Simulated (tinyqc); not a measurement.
Inside a calculation. Model: phonon transmission through an interface between two chains by Green functions. Computed by tinyqc, a small Python program that keeps every step. Command: `OMP_NUM_THREADS=1 python tinyqc.py 3021880 3021881 out.jsonl agf walk`. One thread of a shared host (Intel(R) Xeon(R) Processor @ 2.30GHz), about 0.01 s of CPU time with the checks. Intermediate numbers are printed to about 5 digits and carried at full precision; extremes and crossings named in words are read from the listed rows.

Two semi-infinite chains (masses m_1, m_2; springs k_1, k_2), motion along the chain. The central region holds the end atom of each chain and three interlayer atoms of mass m_b, joined by springs k_b. lambda = omega^2 in eV/(angstrom^2 u); nu = 15.6333042 THz x sqrt(lambda).

Inputs (values chosen for the exercise, for two model chains):

| quantity | value | unit |
|---|---|---|
| mass m_1 | 57.1 | u |
| spring k_1 | 11.4 | eV/angstrom^2 |
| mass m_2 | 124 | u |
| spring k_2 | 13.9 | eV/angstrom^2 |
| junction spring k_b | 2.51 | eV/angstrom^2 |
| interlayer mass m_b | 95.1 | u |
| probe frequency / lower band top | 0.78 | - |
| temperature T | 20 | K |

Atoms in the interlayer: three.

Constants: nu for 1 eV/(angstrom^2 u) = 15.6333042 THz; h x 1 THz = 4.135667696 meV; k_B = 8.617333262e-05 eV/K; k_B = 1.380649e-23 J/K; h = 6.62607015e-34 J s.

## Band tops and impedances

nu_max = 15.6333042 THz x 2 sqrt(k/m); impedance Z = sqrt(k m); long-wave transmission 4 Z_1 Z_2/(Z_1 + Z_2)^2; the probe frequency is the given share of the lower band top.

band top of chain 1 = 13.971 THz

band top of chain 2 = 10.468 THz

Z_1 = 25.514 sqrt(eV u)/angstrom

Z_2 = 41.516 sqrt(eV u)/angstrom

long-wave transmission = 0.94300

probe frequency = 8.1653 THz

## Self-energies and the matrix at the probe frequency

In chain i, sin(q_i a/2) = nu/nu_max,i. An outgoing wave makes the next atom move as exp(i q_i a) times the end atom, so the lead adds the self-energy Sigma_i = -k_i exp(i q_i a) to the force-constant matrix; Gamma_i = -2 Im Sigma_i = 2 k_i sin(q_i a). A = lambda M - K - Sigma over the central atoms, with K_ii the sum of the springs at i, K_(i,i+1) = -k_b; G = inverse of A; transmission = Gamma_1 Gamma_2 |G_(first,last)|^2.

q_1 a = 1.2484 rad

q_2 a = 1.7893 rad

Gamma_1 = 21.626 eV/angstrom^2

Gamma_2 = 27.139 eV/angstrom^2

A (complex symmetric) (eV/angstrom^2):
```
               end of 1  layer 1  layer 2  layer 3
end of 1  5.278+10.813i    2.510    0.000    0.000
layer 1           2.510   20.923    2.510    0.000
layer 2           0.000    2.510   20.923    2.510
layer 3           0.000    0.000    2.510   20.923
end of 2          0.000    0.000    0.000    2.510

                end of 2
end of 1           0.000
layer 1            0.000
layer 2            0.000
layer 3            2.510
end of 2  14.404+13.569i
```

## Transmission at the probe frequency

The formulas are those given above.

G_(first,last) = -6.3031e-06-1.8092e-05i angstrom^2/eV

transmission = 2.1542e-07

It is below the long-wave value 0.943.

## Thermal conductance

Landauer conductance G = k_B int tau(nu) x^2 e^x/(e^x - 1)^2 d nu, x = h nu/(k_B T), from 0 to the lower band top (240 Gauss-Legendre points in s from 0 to 1, nu = nu_top sin(pi s/2)); tau is the transmission, and its thermal mean is G over the value for tau = 1 in the same window; the quantum is g_0 = pi^2 k_B^2 T/(3 h).

conductance G = 14.025 pW/K

thermal mean of the transmission = 0.74093

G/g_0 = 0.74093

## Transmission spectrum against simple models

Long-wave value 4 Z_1 Z_2/(Z_1 + Z_2)^2. Continuum estimate, with omega = sqrt(lambda): a slab of impedance Z_b = sqrt(k_b m_b) and phase p = omega x (number of interlayer atoms) x sqrt(m_b/k_b), tau = 4 Z_1 Z_2/[(Z_1 + Z_2)^2 cos^2 p + (Z_b + Z_1 Z_2/Z_b)^2 sin^2 p].

Transmission:

| nu/nu_top | nu (THz) | Green function | long-wave value | continuum estimate |
|---|---|---|---|---|
| 0.05 | 0.523 | 0.71206 | 0.94300 | 0.79127 |
| 0.15 | 1.570 | 0.78799 | 0.94300 | 0.61797 |
| 0.25 | 2.617 | 0.51964 | 0.94300 | 0.94164 |
| 0.35 | 3.664 | 0.88329 | 0.94300 | 0.63270 |
| 0.45 | 4.711 | 0.89073 | 0.94300 | 0.75591 |
| 0.55 | 5.758 | 0.00033 | 0.94300 | 0.82736 |
| 0.65 | 6.804 | 0.00001 | 0.94300 | 0.60769 |
| 0.75 | 7.851 | 0.00000 | 0.94300 | 0.93100 |
| 0.85 | 8.898 | 0.00000 | 0.94300 | 0.65186 |
| 0.92 | 9.631 | 0.00000 | 0.94300 | 0.63201 |
| 0.98 | 10.259 | 0.00000 | 0.94300 | 0.85162 |

The transmission starts at the impedance value 0.943 and vanishes at the lower band top, 10.47 THz, above which chain 2 has no states. It first falls below half of that value at nu/nu_top = 0.55. The continuum estimate misses by more than 0.05 from the first row on.

## Conductance against temperature

The formulas are those given above.

Conductance:

| T (K) | G (pW/K) | mean transmission | G/g_0 | G for transmission 1 (pW/K) |
|---|---|---|---|---|
| 1 | 0.88808 | 0.93835 | 0.93835 | 0.94643 |
| 5 | 4.0985 | 0.86610 | 0.86610 | 4.7322 |
| 20 | 14.025 | 0.74093 | 0.74093 | 18.929 |
| 50 | 29.759 | 0.62989 | 0.62887 | 47.245 |
| 100 | 39.122 | 0.44686 | 0.41336 | 87.548 |
| 200 | 42.775 | 0.34702 | 0.22598 | 123.26 |
| 400 | 43.819 | 0.31642 | 0.11575 | 138.48 |
| 800 | 44.089 | 0.30839 | 0.058231 | 142.97 |

At 1 K G/g_0 = 0.938; as T goes to 0 it tends to the long-wave transmission, where only the impedances count. Towards high T all modes count more and more alike; at 800 K G is 44.1 pW/K and the mean transmission is 0.308, which is well below the low-T value.

Checks made by the program: low-frequency limit against the impedance formula (relative difference 2e-06); unitarity: Gamma_1 |G_11|^2 + Gamma_2 |G_1N|^2 = -2 Im G_11 (relative difference below 1e-10); conductance against a 1500-point midpoint sum (relative difference 4e-07).
